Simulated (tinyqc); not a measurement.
## Sharing a fixed EOT between the layers

Without charge in the stack, a voltage of 0.8 V over an EOT of 2.3 nm gives F1 = (V/EOT)(3.9/e1) and F2 = F1 e1/e2; t2 = e2 (EOT/3.9 - t1/e1).

Inputs (values chosen for the exercise):
- e1 = 3.94 (relative permittivity of layer 1)
- e2 = 25.4 (relative permittivity of layer 2)

Result of one run:
```
t2 (nm)  physical thickness (nm)  drop over layer 1 (V)  drop over layer 2 (V)
2.215                      4.195                 0.6817                 0.1183
```

Which thickness of layer 1, next to the semiconductor t1 gave this result: 0, 0.56, 1.41, 1.69 or 1.98 nm?

t1 = 1.98 nm.

The whole series:
```
t1 (nm)  t2 (nm)  physical thickness (nm)  drop over layer 1 (V)  drop over layer 2 (V)
0          14.98                    14.98                      0                 0.8000
0.28       13.17                    13.45                0.09640                 0.7036
0.56       11.37                    11.93                 0.1928                 0.6072
0.85       9.500                    10.35                 0.2927                 0.5073
1.13       7.695                    8.825                 0.3891                 0.4109
1.41       5.890                    7.300                 0.4855                 0.3145
1.69       4.085                    5.775                 0.5819                 0.2181
1.98       2.215                    4.195                 0.6817                 0.1183
```

Each 0.1 nm of layer 1 costs 0.645 nm of layer 2, so the physical thickness falls from 15.0 to 4.20 nm. The fields do not change, 3.44 MV/cm in layer 1 and 0.534 MV/cm in layer 2, and layer 1 takes half of the voltage at t1 = 1.16 nm.

Computed by the program tinyqc: `OMP_NUM_THREADS=1 python tinyqc.py 2010012 2010013 out.jsonl`, one thread of a shared Intel Xeon 2.30GHz, about 0.01 s for the whole run.
